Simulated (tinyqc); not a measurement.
Worked calculation: interdiffusion in a binary couple: Darken equations, Kirkendall shift and Boltzmann-Matano analysis. Computed by tinyqc, a small Python program that keeps every step. Command: `OMP_NUM_THREADS=1 python tinyqc.py 3031492 3031493 out.jsonl darken walk`. One thread of a shared host (Intel(R) Xeon(R) Processor @ 2.30GHz), about 0.02 s of CPU time with the checks. Intermediate numbers are printed to about 6 digits and carried at full precision; extremes and crossings named in words are read from the listed rows.

x is the mole fraction of B; the molar volume is constant, and the two halves are long enough to count as infinite.

Inputs (values chosen for the exercise, for a model alloy A-B):
```
quantity                            value   unit
tracer diffusivity D*_A(0)        2.3e-13  m^2/s
tracer diffusivity D*_B(0)        2.8e-13  m^2/s
slope k of ln D* with x              -1.9      -
regular-solution parameter W         -0.2     eV
temperature T                        1380      K
left composition x_L                 0.39      -
right composition x_R                0.83      -
time t                             280000      s
composition x for the local step     0.52      -
```

Vacancy-wind correction: none.

Constants: k_B = 8.617333262e-05 eV/K.

## Diffusivities at one composition

D*_i(x) = D*_i(0) exp(k x); thermodynamic factor Phi = 1 - 2 W x (1 - x)/(k_B T); intrinsic D_i = D*_i Phi; interdiffusion D~ = x D_A + (1 - x) D_B.

thermodynamic factor Phi = 1.83956

intrinsic D_A = 1.57529e-13 m^2/s

intrinsic D_B = 1.91774e-13 m^2/s

interdiffusion coefficient D~ at the local x = 1.73966e-13 m^2/s

A negative W (tendency to order or compound) speeds mixing: Phi is above 1.

## Composition profile

With lambda = z/sqrt(t), the profile solves d/dlambda (D~ dx/dlambda) + (lambda/2) dx/dlambda = 0 with x = x_L and x_R far to the left and right; z = 0 is the original interface. It is solved as a boundary-value problem in y = lambda/sqrt(D~ at the mean composition) on -12 < y < 12 (collocation, tolerance 1e-8). The last column is the error-function profile for a constant D~ taken at the mean composition.

D~ at the mean composition = 1.40944e-13 m^2/s

Profile at time t:
```
y       z (um)         x  dx/dz (1/um)  x for constant D~
-3.0  -595.968  0.404118   8.55488e-05           0.397457
-2.0  -397.312  0.431807   2.04784e-04           0.424606
-1.5  -297.984  0.456263   2.90400e-04           0.453546
-1.0  -198.656  0.489981   3.90487e-04           0.495490
-0.5   -99.328  0.534083   4.97778e-04           0.549208
0.0      0.000  0.588604   5.96594e-04           0.610000
0.5     99.328  0.651304   6.55502e-04           0.670792
1.0    198.656  0.715827   6.24100e-04           0.724510
1.5    297.984  0.771035   4.68117e-04           0.766454
2.0    397.312  0.806705   2.51040e-04           0.795394
3.0    595.968  0.828392   2.56880e-05           0.822543
```

At the original interface x = 0.5886, against the mean 0.6100. D~ is 0.325 times as large at x_R as at x_L, so the profile is flatter and reaches further on the left.

## Boltzmann-Matano quantities at composition x

Read from the profile: the position z(x), the area -int_(x_L)^x z dx and the slope.

position z(x) = -128.546 um

area -int z dx from x_L to the local x = 45.4149 um

slope dx/dz at the local x = 4.66171e-04 1/um

## Boltzmann-Matano diffusivity

D~(x) = area/(2 t slope), with z counted from the original interface (the Matano plane); 1 um^2 = 1e-12 m^2.

D~ from the profile = 1.73966e-13 m^2/s

It returns the value of D~ 1.7397e-13 m^2/s that went in.

## Kirkendall markers

Lattice planes move with v = (D_B - D_A) dx/dz; markers from the original interface stay at one composition, where z_K = 2 t v.

marker position z_K = 9.91196 um

composition at the markers = 0.594559

number of solutions = 1

The markers move towards the B-rich side, the side that loses atoms of the faster species (B); vacancies flow the same way and may condense there as voids.

Checks made by the program: mass balance about the original interface (Matano plane at z = 0) (relative difference 1e-10); Boltzmann-Matano against the Darken value (relative difference 2e-07).
